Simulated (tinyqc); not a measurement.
Surface approximation against the full path: Rutherford backscattering from a thin compound film on silicon: kinematics, yields, composition and thickness. Computed by tinyqc, a small Python program. Command: `OMP_NUM_THREADS=1 python tinyqc.py 3016296 3016297 out.jsonl rbs walk`. One thread of a shared host (Intel(R) Xeon(R) Processor @ 2.30GHz), about 0.01 s of CPU time with the checks.

Singly charged helium ions (Z1 = 2, M1 = 4.0026 u) enter at the tilt angle a1 to the normal and leave at a2 = |180 - theta - tilt| in the same plane. The film is A B_x.

Inputs (values chosen for the exercise, modelled on a helium beam on NiSi):
```
quantity                                value           unit
beam energy E0                            2.1            MeV
scattering angle theta                    160        degrees
tilt of the sample                         60        degrees
heavy element: mass M_A                  58.7              u
heavy element: stopping eps_A at 2 MeV   70.8  1e-15 eV cm^2
light element: mass M_B                 28.09              u
light element: stopping eps_B at 2 MeV   49.6  1e-15 eV cm^2
atoms of B per atom of A, x             0.921              -
atomic density of the film               79.4         1/nm^3
film thickness d                          110             nm
detector resolution (FWHM)                 13            keV
```

Method:
- Kinematic factor K = [(sqrt(M^2 - M1^2 sin^2 theta) + M1 cos theta)/(M + M1)]^2.
- Surface edges lie at K E0; substrate silicon has M = 28.09 u. Mass resolution at M_A = resolution/(E0 dK/dM).
- Stopping per atom eps(E) = eps(2 MeV) (E/2 MeV)^(-0.4) (a law chosen for the exercise); Bragg rule eps_film = (eps_A + x eps_B)/(1 + x); areal density N d, with 1/nm^2 = 0.1 x 1e15/cm^2.
- Width of the signal of element i: [K_i eps(E0)/cos a1 + eps(K_i E0)/cos a2] N d; depth resolution = resolution x d/width of A; energy lost on the way in = eps(E0) N d/cos a1.
- Surface approximation as above. Full path: dE/ds = -eps(E) integrates to E^1.4 = E(start)^1.4 - 1.4 eps(2 MeV) 2000^0.4 s (keV), applied in (s = N d/cos a1), then K, then out (s = N d/cos a2); width = K E0 - exit energy. The last column is the error in thickness if the full width is read with the surface formula.

energy lost on the way in = 103.872 keV

widths (keV): A 155.072, B 144.237

surface edges (keV): A 1611.22, B 1203.53, Si 1203.53

kinematic factors: A 0.767246, B 0.573111, Si 0.573111

Widths (keV):
```
d (nm)  A, surface  A, full  B, full  error (%)
5             7.05     7.05     6.56     0.0877
10           14.10    14.12    13.14     0.1759
20           28.19    28.29    26.34     0.3537
50           70.49    71.12    66.30     0.8988
100         140.97   143.58   134.19     1.8488
150         211.46   217.50   203.84     2.8563
200         281.95   293.03   275.50     3.9288
300         422.92   449.60   426.05     6.3074
```

The error grows roughly in proportion to thickness, from 0.09 % to 6.3 %, because the ion slows and the stopping rises along the path. The signals of A and B would overlap once the width of A exceeds the gap between the edges, 408 keV. Caution: the silicon signal of the film merges with that of the substrate, so only the width of A can be read directly.
